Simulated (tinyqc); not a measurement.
Matthiessen's rule against the full average: mobility of a non-polar semiconductor in the relaxation-time approximation. Computed by tinyqc, a small Python program. Command: `OMP_NUM_THREADS=1 python tinyqc.py 3022924 3022925 out.jsonl rta walk`. One thread of a shared host (Intel(R) Xeon(R) Processor @ 2.30GHz), about 0.01 s of CPU time with the checks.

Each valley is treated as a sphere of mass m_d for states and rates, with one isotropic relaxation time; the conductivity mass m_c sets the current.

Inputs (values chosen for the exercise, for a model non-polar semiconductor):
```
quantity,value,unit
longitudinal mass m_l,0.22,m_0
transverse mass m_t,0.078,m_0
equivalent valleys Z,6,-
static permittivity eps_s,12.7,-
density rho,5630,kg/m^3
sound velocity v_l,6440,m/s
acoustic deformation potential D_A,11,eV
phonon energy hbar w,54.4,meV
optical or intervalley deformation potential D_o,8.8,1e8 eV/cm
final valleys Z_f,5,-
carrier density n,8.4e+18,1/cm^3
compensation ratio C,0,-
temperature T,500,K
alloy fraction x,0.48,-
alloy potential U,0.42,eV
lattice constant a,5.66,angstrom
```

Band: parabolic. Impurity formula: Conwell-Weisskopf. Further scattering: alloy.

Constants: k_B = 8.617333262e-05 eV/K; m_0 = 9.1093837015e-31 kg; e = 1.602176634e-19 C; hbar = 1.054571817e-34 J s; eps_0 = 8.8541878128e-12 F/m; k_B = 1.380649e-23 J/K; hbar = 6.582119569e-16 eV s.

Method:
- m_d = (m_l m_t^2)^(1/3); 1/m_c = (1/m_l + 2/m_t)/3; Hall mass factor A = 3 K_m (K_m + 2)/(2 K_m + 1)^2, K_m = m_l/m_t; N_I = n (1 + C)/(1 - C).
- Parabolic band: E = hbar^2 k^2/(2 m), speed v = hbar k/m, states per spin, volume and energy g(E) = m k/(2 pi^2 hbar^2). Here m = m_d. Masses are multiplied by m_0 and all formulas are in SI units.
- The reduced Fermi level eta = E_F/(k_B T) solves n = 2 Z int g f dE with f = 1/(1 + exp(x - eta)) (Z = 1 unless valleys are given); screening length L_s = sqrt(eps_s eps_0 k_B T/(e^2 dn/deta)), dn/deta = 2 Z int g f (1 - f) dE.
- Integrals over x = E/(k_B T) use 160 Gauss-Legendre points in u = sqrt(x) from 0 to sqrt(max(eta, 0) + 32).
- Phonon occupation N_q = 1/(exp(hbar w/(k_B T)) - 1).
- Acoustic deformation potential (elastic, equipartition, absorption and emission together): 1/tau = 2 pi k_B T D_A^2 g(E)/(hbar rho v_l^2).
- Optical or intervalley deformation potential: 1/tau = (pi Z_f D_o^2/(rho w)) [N_q g(E + hbar w) + (N_q + 1) g(E - hbar w)], with g = 0 below the band edge.
- Each optical term is multiplied by (1 - f(E'))/(1 - f(E)), E' the final energy, for Pauli blocking.
- Singly charged impurities, momentum relaxation: 1/tau = N_I e^4 m (1 + 2 alpha E) Phi/(8 pi (eps_s eps_0)^2 hbar^3 k^3), with alpha = 0 for a parabolic band.
- Conwell-Weisskopf: Phi = ln(1 + y^2), y = 4 pi eps_s eps_0 E N_I^(-1/3)/e^2 (largest impact parameter N_I^(-1/3)/2).
- Alloy disorder: 1/tau = (2 pi/hbar) Omega x (1 - x) U^2 g(E), Omega = a^3/4 (other conventions for Omega rescale U).
- mu = (m_d/m_c) (2 Z e/(3 n k_B T)) int g v^2 tau f (1 - f) dE.
- Averages over x are split at the emission threshold x_0 = hbar w/(k_B T): 64 Gauss-Legendre points in sqrt(x) below it and 128 in sqrt(x - x_0) above it, up to x = max(eta, 0) + 32.
- Rates are added at each energy before the average. With <y> = int g v^2 y f (1 - f) dE: Hall factor r_H = A (3 n k_B T/(2 Z m_d)) <tau^2/(1 + 2 alpha E)>/<tau>^2 (alpha = 0 for a parabolic band); Hall mobility r_H mu; |S| = (k_B/e) (<x tau>/<tau> - eta); resistivity 1/(n e mu).
- Matthiessen's rule adds 1/mu of the separate processes.

acoustic mobility = 13742.9 cm^2/(V s)

optical mobility = 9986.45 cm^2/(V s)

ionised impurity mobility = 761.796 cm^2/(V s)

alloy mobility = 24632.3 cm^2/(V s)

drift mobility mu = 585.263 cm^2/(V s)

Separate mobilities:
```
process,mu (cm^2/(V s)),share of the sum of 1/mu (%)
acoustic,13743,4.768
optical,9986,6.561
ionised impurity,762,86.011
alloy,24632,2.660
```

mobility by Matthiessen's rule = 655.23 cm^2/(V s)

excess of Matthiessen's rule over the full mu = 11.955 %

The rule gives 655.2 against the full 585.3, 12.0 % too high; it can only overestimate, since each separate average is carried by the energies where that process is weak. The largest shares are ionised impurity (86 %) and optical (7 %). Caution: above a few 1e18 per cm^3 the Born approximation, static screening and an unperturbed band are rough; measured mobilities are usually lower.

Extremes, crossings and ranges named in words are read from the listed rows.
